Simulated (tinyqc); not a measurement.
Deep level with several charge states, and Shockley-Read-Hall recombination, step by step. Values are carried at full precision from step to step, so a last printed digit may differ when a step is redone from the rounded ones.

Energies from Ev. The defect has charge states +1, 0, -1 with weights 1, gm exp((EF - E1)/kT), exp((2 EF - E1 - E2)/kT); the shares are the weights over their sum. Boltzmann carriers: n = Nc exp((EF - Eg)/kT), p = Nv exp(-EF/kT). Neutrality: p - n + Nd + Nt <q> = 0.

Constants: kB = 8.617333262e-05 eV/K.

Parameters, chosen for this exercise (gap and densities of states near those of InP at this temperature; the results hold for these values, not for the real material):
- Eg = 1.306 eV (gap)
- Nc = 1.03e+18 1/cm^3 (conduction-band density of states)
- Nv = 2.26e+19 1/cm^3 (valence-band density of states)
- T = 450 K
- E1 = 1.018 eV (level (+1/0) above Ev)
- E2 = 0.744 eV (level (0/-1) above Ev)
- gm = 1 (degeneracy of the middle state, the others 1)
- Nt = 2.5e+15 1/cm^3 (defects)
- Nd = 5.2e+14 1/cm^3 (ionised shallow donors minus acceptors)
- E_try = 1.096 eV (trial Fermi level)
- Et = 1.018 eV (recombination level above Ev)
- sn = 1e-16 cm^2 (electron capture cross-section)
- sp_ = 7e-15 cm^2 (hole capture cross-section)
- vth = 13000000 cm/s (thermal velocity, both carriers)
- Nm = 2.5e+16 1/cm^3 (equilibrium electrons for the lifetime steps)
- dn = 9.2e+16 1/cm^3 (excess pairs)

## Charge states at a trial Fermi level

Form the exponents, the shares, the mean charge and the residual of neutrality at EF = E_try.

exponents of the second and third weights: 2.011  11.089

shares: +1 0.0000, 0 0.0001, -1 0.9999

<q> = -0.9999

n, p (1/cm^3): 4.58e+15  1.20e+07

residual = -6.56e+15 1/cm^3

The residual is negative, so EF must fall.

## The neutral state

Solve for EF.

EF = 0.8889 eV

shares at EF: +1 0.393, 0 0.014, -1 0.593

n = 2.20e+13 1/cm^3
p = 2.50e+09 1/cm^3

Without the defects the majority density would be 5.20e+14 1/cm^3; with them the density of these carriers is 2.20e+13, so they compensate part of the doping. Most defects are in the state -1. The level order is inverted (negative U), so the middle state is never the most common.

## Recombination through one level

One level at Et with degeneracy 1: tn = 1/(sn vth Nt), tp = 1/(sp_ vth Nt), n1 = Nc exp((Et - Eg)/kT), p1 = Nv exp(-Et/kT), ni^2 = n1 p1. Equilibrium n0 = Nm, p0 = ni^2/Nm; n = n0 + dn, p = p0 + dn. U = (n p - ni^2)/(tp (n + n1) + tn (p + p1)), lifetime dn/U; emission rates en = sn vth n1, ep = sp_ vth p1.

Evaluate each quantity.

tn, tp (microsecond): 0.3077  0.004396

n1, p1 (1/cm^3): 6.13e+14  8.97e+07

U = 3.73e+23 1/(cm^3 s)
lifetime = 0.246 microsecond

The lifetime is 56.048 times the minority capture time tp and 0.789 times tn + tp, the limit of high injection.

## Emission and generation in a depleted region

With n = p = 0 the level generates pairs at G = Nt en ep/(en + ep); generation lifetime tg = ni/G; current density e G W for a width W = 1 micrometre, e = 1.602176634e-19 C.

en, ep (1/s): 7.97e+05  8.17

G = 2.04e+16 1/(cm^3 s)
tg = 11.5 microsecond
current density = 3.27e-07 A/cm^2

The slower step, hole emission, limits the rate: en/ep = 9.76e+04.

## Checks

- U against hole capture minus emission at the steady occupation of the level (1/(cm^3 s)): both 3.734e+23.

Run: tinyqc, `OMP_NUM_THREADS=1 python tinyqc.py 1650698 1650699 out.jsonl`; Intel(R) Xeon(R) Processor @ 2.30GHz, one thread, shared host; about 0.01 s of CPU time with all checks.
